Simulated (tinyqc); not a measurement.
# Which input was changed?

Model: electron-beam lithography: double-Gaussian proximity function, edge placement and dose correction for parallel lines. Computed by tinyqc, a small Python program. Command: `OMP_NUM_THREADS=1 python tinyqc.py 3111194 3111195 out.jsonl proximity which`. One thread of a shared host (Intel(R) Xeon(R) Processor @ 2.30GHz), about 0.03 s of CPU time with the checks.

Lines are infinitely long. Absorbed energy is counted so that the middle of a very large area written at dose 1 receives 1; the resist develops where it exceeds 1/2.

Inputs (values chosen for the exercise, of the order of those for 50 keV electrons in resist on silicon):

| quantity | value | unit |
|---|---|---|
| forward range alpha | 0.0094 | micrometre |
| backscatter ratio eta | 0.59 | - |
| base dose D0 | 80 | microcoulomb/cm^2 |
| beam current | 0.14 | nA |
| pixel size | 5 | nm |
| width of the test line | 0.26 | micrometre |
| pattern density around the test line | 0.5 | - |

Constants: e = 1.602176634e-19 C.

Method. A test line of width w << beta in surroundings of density rho, all at dose d: near its edge E(x) = d [S + eta rho]/(1 + eta), S = [erf((b - x)/alpha) - erf((a - x)/alpha)]/2 for edges a and b, the second term being the background energy. Dose to size d_s = (1 + eta)/(erf(w/alpha) + 2 eta rho), dose = d_s D0; edge slope d [1 - exp(-w^2/alpha^2)]/(sqrt(pi) alpha (1 + eta)); width change per 1 % of dose = 2 x 0.01 x (1/2)/slope. With dose = d_s D0: electrons per pixel N = dose x pixel area/e; relative noise 1/sqrt(N); time per cm^2 of pattern area = dose x density/current; pixel rate = current/(dose x pixel area).

Problem. One of these inputs alone was changed, within the range given: backscatter ratio eta (0.295 to 1.18); pattern density around the test line (0.25 to 0.95); beam current (0.07 to 0.28); pixel size (2.5 to 10). Which one, and to what value?

Results:

| run | writing time per cm^2 (h) | width change per 1 % of dose (nm) | shot noise (%) |
|---|---|---|---|
| before | 79.36508 | 0.2649110 | 8.950354 |
| after | 63.26941 | 0.2366005 | 8.458591 |

Solution.

Each candidate set to reproduce writing time per cm^2, and what it then gives:

| candidate | range searched | value needed | width change per 1 % of dose (nm) | shot noise (%) |
|---|---|---|---|---|
| backscatter ratio eta | 0.295 to 1.18 | no effect | - | - |
| pattern density around the test line | 0.25 to 0.95 | 0.3560 | 0.23660 | 8.4586 |
| beam current (nA) | 0.07 to 0.28 | 0.1756 | 0.26491 | 8.9504 |
| pixel size (nm) | 2.5 to 10 | no effect | - | - |

Only pattern density around the test line fits every result: it went from 0.5 to 0.356. The next best candidate, beam current, misses one result by 12 %.
